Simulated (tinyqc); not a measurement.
Hall measurement with a parallel conducting layer.

Two layers in parallel, unit Hall factors, low field: 1/Rs = q (ns mu + n2 m2); apparent mobility (ns mu^2 + sg n2 m2^2)/(ns mu + n2 m2); apparent density (ns mu + n2 m2)^2/(ns mu^2 + sg n2 m2^2); a negative value means the sign of the second layer.

Inputs (values chosen for the exercise): sheet density of the layer ns = 2.9e14 cm^-2; drift mobility mu = 100 cm^2/(V s); mobility of the parallel layer m2 = 120 cm^2/(V s); sign of its carriers relative to the first layer sg = 1.

Constants: q = 1.602176634e-19 C. Results are converted to the units shown.

Hall measurement with a parallel conducting layer:
```
n2 (cm^-2),Rs (ohm/square),apparent density (cm^-2),apparent mobility (cm^2/(V s)),share of the conductance in layer 2 (%)
1e12,214.34,2.9096e14,100.08,0.41209
4e12,211.72,2.9384e14,100.33,1.6282
2e13,198.77,3.0927e14,101.53,7.6433
7e13,166.89,3.5792e14,104.49,22.460
3e14,96.023,5.8518e14,111.08,55.385
1e15,41.889,1.2833e15,116.11,80.537
5e15,9.9229,5.2823e15,119.08,95.390
2e16,2.5696,2.0282e16,119.76,98.806
9e16,0.57637,9.0282e16,119.95,99.732
```

The apparent mobility rises from 100 to 120 cm^2/(V s), between mu = 100 and sg m2 = 120. The apparent density never exceeds ns + n2; among the rows it falls to 0.992 of that sum, at n2 = 3e14.

Computed by the program tinyqc: `OMP_NUM_THREADS=1 python tinyqc.py 2850114 2850115 out.jsonl`, one thread of a shared Intel Xeon 2.30GHz, about 0.01 s for the whole run.
